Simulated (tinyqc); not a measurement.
Relaxation at fixed composition: composition and strain of an epitaxial Si(1-x)Ge(x) layer from Raman and X-ray peaks. Computed by tinyqc, a small Python program. Command: `OMP_NUM_THREADS=1 python tinyqc.py 3018556 3018557 out.jsonl epiraman walk`. One thread of a shared host (Intel(R) Xeon(R) Processor @ 2.30GHz), about 0.01 s of CPU time with the checks.

A (001) layer, biaxially strained in the plane. The Raman peaks follow empirical lines omega = w0 + c1 x + c3 x^3 + b eps (c3 for Si-Ge alone), with eps the in-plane strain.

Inputs (values chosen for the exercise, modelled on silicon-germanium):
```
quantity                        value      unit
Ge fraction x                    0.57         -
lattice constant of Si          5.431  angstrom
lattice constant of Ge          5.658  angstrom
bowing B                        0.028  angstrom
2 C12/C11 of Si                 0.764         -
2 C12/C11 of Ge                 0.759         -
Si-Si: w0                         521      1/cm
Si-Si: c1                         -66      1/cm
Si-Si: strain coefficient b      -690      1/cm
Ge-Ge: w0                       280.2      1/cm
Ge-Ge: c1                        20.3      1/cm
Ge-Ge: strain coefficient b      -423      1/cm
X-ray wavelength             1.540598  angstrom
```

Substrate: silicon.

Method:
- Relaxed lattice constant a(x) = a_Si + (a_Ge - a_Si) x - B x (1 - x).
- In-plane constant a_par = a_sub + R (a(x) - a_sub); eps = a_par/a(x) - 1; eps_perp = -(2 C12/C11) eps with 2 C12/C11 linear in x; a_perp = a(x) (1 + eps_perp).
- (004) Bragg angle theta = arcsin(2 lambda/a), with a = a_perp for the layer and a_sub for the substrate; separation = layer less substrate. The apparent x is the one that a fully strained layer (R = 0) would need to give the same a_perp.

Signatures; columns: (1) R; (2) eps (per mille); (3) Si-Si (1/cm); (4) Ge-Ge (1/cm); (5) a_perp (angstrom); (6) (004) separation (arcsec); (7) apparent x if R = 0 is assumed:
```
(1)       (2)     (3)     (4)     (5)      (6)      (7)
0.00  -22.063  498.60  301.10  5.6468  -5382.7  0.57000
0.15  -18.754  496.32  299.70  5.6328  -5048.9  0.53541
0.30  -15.444  494.04  298.30  5.6188  -4713.2  0.50053
0.50  -11.031  490.99  296.44  5.6002  -4262.4  0.45356
0.70   -6.619  487.95  294.57  5.5815  -3807.9  0.40604
0.85   -3.309  485.66  293.17  5.5675  -3464.5  0.37004
1.00    0.000  483.38  291.77  5.5535  -3119.1  0.33371
```

Full relaxation moves the Si-Si peak by -15.22 per cm and shrinks the X-ray separation to 58 % of its strained value, about 1/(1 + 2 C12/C11). A symmetric reflection alone cannot part x from R: a relaxed layer read as strained gives x = 0.334 in place of 0.57. An asymmetric reflection or a second peak is needed.

Extremes, crossings and ranges named in words are read from the listed rows.
